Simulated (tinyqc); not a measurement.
Hole mobility in a silicon inversion layer, empirical terms and Matthiessen rule: two steps of the calculation.

Inversion layer of sheet density Ns on a uniformly doped body, under a high-permittivity gate with an interlayer. The mobility terms are empirical power laws with prefactors chosen for the exercise; adding their inverses (Matthiessen) is itself an approximation.

Inputs (values chosen for the exercise); material values close to those of silicon:

| symbol | value | unit | meaning |
|---|---|---|---|
| T | 325 | K | temperature |
| Nb | 2.2e17 | cm^-3 | body doping |
| Cox | 0.78 | uF/cm^2 | gate capacitance |
| Ap | 138 | cm^2/(V s) | phonon-limited mobility at 1 MV/cm and 300 K |
| As | 272 | cm^2/(V s) | roughness-limited mobility at 1 MV/cm |
| gs | 1 |  | exponent of the roughness term |
| Ac | 1900 | cm^2/(V s) | Coulomb prefactor |
| Nit | 8.6e10 | cm^-2 | charge at the interface |
| Ar | 220 | cm^2/(V s) | remote-phonon mobility without interlayer |
| ti | 1.2 | nm | interlayer thickness |
| lr | 0.7 | nm | decay length of remote phonons |
| Ns | 6.8e12 | cm^-2 | inversion density |
| WL | 1 |  | ratio W/L |
| Vd | 0.02 | V | drain voltage |

Question 1. Mobility terms and their sum. With t = T/(300 K): muC = Ac (Ns/1e12 cm^-2) t/(Nb/1e17 cm^-3 + Nit/1e11 cm^-2), muP = Ap E^(-1/3) t^(-1.75), muS = As E^(-gs), muR = Ar exp(2 ti/lr)/t; 1/mu is the sum of the inverses.

E = 0.59684175 MV/cm

Give: terms; mu; shares of 1/mu.

Answer 1.

terms (cm^2/(V s)): Coulomb 4574, phonon 142.5, roughness 455.7, remote phonon 6261
mu = 104.3 cm^2/(V s)
shares of 1/mu (%): Coulomb 2.279, phonon 73.18, roughness 22.88, remote phonon 1.665

The phonon term limits most.

Question 2. Split C-V extraction. Q(Vg) is the trapezoid sum of Cgc from the first point (where Q is taken as 0); mu_eff = I/((W/L) Q Vd); mu_FE = (dI/dVg)/((W/L) Cox Vd) with a backward difference. Listed from point 4 on.

```
point  Vg (V)  Cgc (uF/cm^2)         I (uA)
0           0   2.5305170e-5  5.4809964e-11
1         0.1   5.7964821e-4   2.8765892e-8
2         0.2    0.013074052   1.4717514e-5
3         0.3     0.21915945   0.0046607571
4         0.4     0.70166676     0.10812923
5         0.5     0.77621962     0.31322835
6         0.6     0.77983431     0.52234467
7         0.7     0.77999277     0.72121829
8         0.8     0.77999968     0.90911578
9         0.9     0.77999999      1.0868014
10          1     0.78000000      1.2552325
11        1.1     0.78000000      1.4153189
12        1.2           0.78      1.5678716
```

Wanted: Q; mu_eff; mu_FE.

Answer 2.

```
point  Q (uC/cm^2)  mu_eff (cm^2/(V s))  mu_FE (cm^2/(V s))
4         0.058366               92.630              66.326
5          0.13226               118.41              131.47
6          0.21006               124.33              134.05
7          0.28805               125.19              127.48
8          0.36605               124.18              120.45
9          0.44405               122.37              113.90
10         0.52205               120.22              107.97
11         0.60005               117.93              102.62
12         0.67805               115.62              97.790
```

At the last point mu_FE is 15 % below mu_eff: where the mobility falls with gate voltage the slope of I understates it.

tinyqc, about 0.01 s, one thread, Intel Xeon 2.30GHz (shared host): `OMP_NUM_THREADS=1 python tinyqc.py 2510085 2510086 out.jsonl`
